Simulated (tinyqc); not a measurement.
Anisotropic wet etching of Si(100): plane rates, V-grooves, membranes and undercut: one step, computed by the program tinyqc.

A long slot opens the mask on a (100) wafer. The floor etches at R100; (111) walls stand at theta = arctan(sqrt2) = 54.7356 degrees to the surface and recede at R111 along their normal.

Question. Designing a membrane from the back side. Etch depth d - membrane, time = depth/R100; for a membrane as wide as w the opening must be w + sqrt2 depth - 2 u time; oxide mask consumed R_ox x time; a 1 K error changes the depth by the fraction E/(k_B T^2); a convex mask corner, such as that of a mesa, would retreat by c x depth.

Inputs (values chosen for the exercise, close to those used for potassium hydroxide solutions):
```
quantity                                                                  value  unit
activation energy of (100), E                                               0.6    eV
corner undercut rate over (100) rate, c                                     2.5     -
bath temperature T                                                           50     C
width w (mask opening along <110>, or membrane width in the design step)    360    um
wafer thickness d                                                           525    um
membrane thickness wanted                                                    44    um
```

R100 = 0.2327043 um/min

lateral rate u = 0.008766728 um/min

R_ox = 9.045002e-04 um/min

Constants: k_B = 8.617333262e-05 eV/K.

Give: time to reach the membrane; opening needed; oxide consumed; depth error per kelvin; retreat of a convex corner.

Answer.

time to reach the membrane = 2067 min

opening needed = 1004 um

oxide consumed = 1870 nm

depth error per kelvin = 32.07 um

retreat of a convex corner = 1202.5 um

The error per kelvin is 73 % of the membrane, so a timed etch cannot hold it and an etch stop is needed. The oxide loss calls for a nitride mask. A corner retreat larger than the depth shows why mesas need compensation structures. Caution: rates also depend on concentration, doping, additives and stirring, all held fixed here.
